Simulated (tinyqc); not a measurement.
CMOS inverter, nodal equation and switching: one step of the calculation.

An n-channel pull-down (bn, VTn) and a p-channel pull-up (bp, VTp) share the input Vin and the output node Vout, which carries the load C. Transistor (EKV form, voltages against the body): I = 2 n b Vt^2 [F(vp - Vs) - F(vp - Vd)] from drain to source, F(v) = ln^2(1 + exp(v/(2 Vt))), vp = (Vg - VT + sg |Vd - Vs|)/n. n-channel bodies are at 0; for the p-channel device all voltages are counted down from Vdd. b in uA/V^2 gives I in uA. Static: In = Ip. Transient: C dVout/dt = Ip - In. No velocity saturation, no gate capacitance beyond C.

Question. Output voltage by Newton steps. f = In - Ip at (Vin, Vout); G = df/dVout by a central difference with +/- 1e-6 V; Vout(new) = Vout - f/G.

Inputs (values chosen for the exercise):
```
symbol,value,unit,meaning
T,300,K,temperature
Vdd,0.7,V,supply voltage
n,1.28,,slope factor
sg,0.116,,drain-induced barrier lowering
VTn,0.31,V,n-channel threshold
VTp,0.29,V,p-channel threshold (magnitude)
bn,420,uA/V^2,gain factor of the pull-down transistor
bp,130,uA/V^2,gain factor of the pull-up transistor
Vin,0.33,V,input voltage
```

Constants: q = 1.602176634e-19 C, kB = 1.380649e-23 J/K, Vt = kB T/q. Results are converted to the units shown.

Vout at the start = 0.35 V

Find: In; Ip; G; Vout after iteration 1.

Answer.

In = 1.1270 uA
Ip = 0.86503 uA
G = 3.5772 uS
Vout after iteration 1 = 0.27678 V

tinyqc, about 0.06 s, one thread, Intel Xeon 2.30GHz (shared host): `OMP_NUM_THREADS=1 python tinyqc.py 2340142 2340143 out.jsonl`
